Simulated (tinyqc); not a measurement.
## Resistive crossbar, vector-matrix product with wire resistance: effect of the wire resistance

2 rows and 2 columns. Cell (i, j) joins row node wij to column node bij. Each row is driven at its left end through one wire segment rw; neighbouring nodes along a row or a column are joined by rw; each column ends below the last row in one more rw and a virtual ground, where its current is read. Ideal output: I_j = sum_i V_i G_ij.

The nodal equations (Kirchhoff current law at every node) are solved for each rw; errors are I_j/ideal - 1.

Inputs (values chosen for the exercise):
- V = [0.17, 0.14] V (input voltages of the rows)

cell conductances G (uS):

|  | column 1 | column 2 |
|---|---|---|
| row 1 | 4.6 | 8.9 |
| row 2 | 24 | 30 |

Results:

| rw (ohm) | error, column 1 (%) | error, column 2 (%) |
|---|---|---|
| 1 | -0.007582 | -0.01089 |
| 5 | -0.03789 | -0.05444 |
| 10 | -0.07575 | -0.1088 |
| 20 | -0.1514 | -0.2174 |
| 50 | -0.3774 | -0.5418 |
| 100 | -0.7513 | -1.078 |
| 200 | -1.489 | -2.133 |
| 500 | -3.624 | -5.169 |

Estimate the missing row, rw = 2 ohm.

Computed row:

| rw (ohm) | error, column 1 (%) | error, column 2 (%) |
|---|---|---|
| 2 | -0.01516 | -0.02178 |

With this row back in the table: The error of the last column goes from -0.0109 % at rw = 1 ohm to -5.17 % at 500 ohm, as rw^(1.00) at the start and rw^(0.97) at the end. At 500 ohm the worst column is number 2.

Program tinyqc, `OMP_NUM_THREADS=1 python tinyqc.py 2880006 2880007 out.jsonl`; Intel Xeon 2.30GHz, shared host, one thread, about 0.02 s.
